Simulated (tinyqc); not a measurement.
## Gap difference from the gain at two temperatures

Problem. When back injection limits the gain, beta = b exp(-dE/(kB T)) with dE the gap reduction of the emitter less that of the base and b constant. Find dE and beta at 300 K.

Constants: q = 1.602176634e-19 C, kB = 1.380649e-23 J/K. Results are converted to the units shown.

T (K): 250  425
beta: 147.54844  763.49179

Solution. ln beta is a straight line in 1/T with slope -dE/kB.

dE = 0.08600 eV
beta at 300 K = 287.0

tinyqc, about 0.01 s, one thread, Intel Xeon 2.30GHz (shared host): `OMP_NUM_THREADS=1 python tinyqc.py 2320096 2320097 out.jsonl`
